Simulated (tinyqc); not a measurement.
# Five-frequency model of solute diffusion by vacancies in an fcc metal, step by step

A worked calculation. Computed by tinyqc, a small Python program that keeps every step. Command: `OMP_NUM_THREADS=1 python tinyqc.py 3003208 3003209 out.jsonl fivefreq walk`. One thread of a shared host (Intel(R) Xeon(R) Processor @ 2.30GHz), about 0.05 s of CPU time with the checks. Intermediate numbers are printed to about 7 digits and carried at full precision; extremes and crossings named in words are read from the listed rows.

A vacancy next to the solute exchanges with it (w2), jumps to one of 4 sites that also neighbour the solute (w1) or to one of 7 that do not (w3); w4 is the reverse of w3 and w0 the host jump.

Inputs (values chosen for the exercise, for a model solute in a host close to silver): barrier E0 (host jump) = 0.66 eV; barrier E1 (vacancy circles the solute) = 0.814 eV; barrier E2 (exchange) = 0.454 eV; barrier E3 (dissociation) = 0.644 eV; binding energy E_b (positive for attraction) = 0.00073 eV; vacancy formation energy E_f = 1.07 eV; formation entropy S_f = 1.1 k_B; attempt frequency nu = 3.4 THz; lattice constant a = 4.09 angstrom; temperature T = 618 K.

Constants: k_B = 8.617333262e-05 eV/K.

## Jump rates

w_i = nu exp(-E_i/(k_B T)); detailed balance gives E4 = E3 - E_b.

rates (1/s): w0 1.409910e+07, w1 782212.0, w2 6.747107e+08, w3 1.904019e+07, w4 1.930298e+07

## Correlation factor

Manning: with y = w4/w0, 7F = 7 - (10 y^4 + 180.5 y^3 + 927 y^2 + 1341 y)/(2 y^4 + 40.2 y^3 + 254 y^2 + 597 y + 436); f2 = (2 w1 + 7F w3)/(2 w2 + 2 w1 + 7F w3). The mean cosine between successive solute jumps follows from f2 = (1 + c)/(1 - c).

y = w4/w0 = 1.369093

7F = 4.786590

correlation factor f2 = 0.06428159

mean cosine c = -0.8792019

The solute exchanges back and forth with the vacancy, so most jumps cancel.

## Diffusivities

c_v = exp(S_f - E_f/(k_B T)); host D0 = a^2 c_v w0 x 0.7815; solute D2 = a^2 c_v exp(E_b/(k_B T)) w2 f2; 1 angstrom^2 = 1e-16 cm^2.

vacancy fraction c_v = 5.647996e-09

host diffusivity D0 = 1.041026e-16 cm^2/s

solute diffusivity D2 = 4.154305e-16 cm^2/s

ratio D2/D0 = 3.990588

The ratio splits into binding 1.01, exchange rate 47.9 and correlation 0.0823.

## Solute against host over temperature

The formulas are those given above.

Diffusion:
```
T (K)         f2   D0 (cm^2/s)   D2 (cm^2/s)     D2/D0
402    0.0094550  2.735148e-24  1.292520e-23  4.725595
464    0.0198536  2.162849e-21  9.668387e-21  4.470210
525    0.0345193  3.298446e-19  1.405927e-18  4.262392
618    0.0642816  1.041026e-16  4.154305e-16  3.990588
711    0.1003958  7.291670e-15  2.735123e-14  3.751024
803    0.1393317  1.852571e-13  6.551971e-13  3.536691
896    0.1794217  2.481743e-12  8.289107e-12  3.340035
```

The apparent activation energy of D2 is 1.716 eV between the coldest rows and 1.692 eV between the hottest; without correlation it would be E_f - E_b + E2 = 1.523 eV, and the host has 1.730 eV. At low T f2 is small, w2 cancels from D2, and the easier of circling and escape sets the barrier, near E_f - E_b + min(E1, E3) = 1.713 eV.

Checks made by the program: Manning formula against a solved vacancy walk within 5 nearest-neighbour distances (relative difference 1e-02).
